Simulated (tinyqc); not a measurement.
## Gain of the pnp from the holding current

Problem. On state with both base-emitter voltages at Von: npn base current Ib = (Von/Rs + bp Von/Rw)/(bn bp - 1), holding current Ih = (bn + 1) Ib + Von/Rs. Find bp.

Values chosen for this exercise:
```
symbol  value  unit                                meaning
bn       17.6                      current gain of the npn
Rs       1100   ohm  substrate resistance shunting the npn
Rw        370   ohm       well resistance shunting the pnp
Von      0.64     V   base-emitter voltage in the on state
```

Ih = 2.7302391 mA

Solution. Ih gives Ib, and Ib (bn bp - 1) = Von/Rs + bp Von/Rw is linear in bp.

bp = 2.300

Numbers from tinyqc (`OMP_NUM_THREADS=1 python tinyqc.py 2670038 2670039 out.jsonl`; about 0.05 s on one thread of a shared Intel Xeon 2.30GHz).
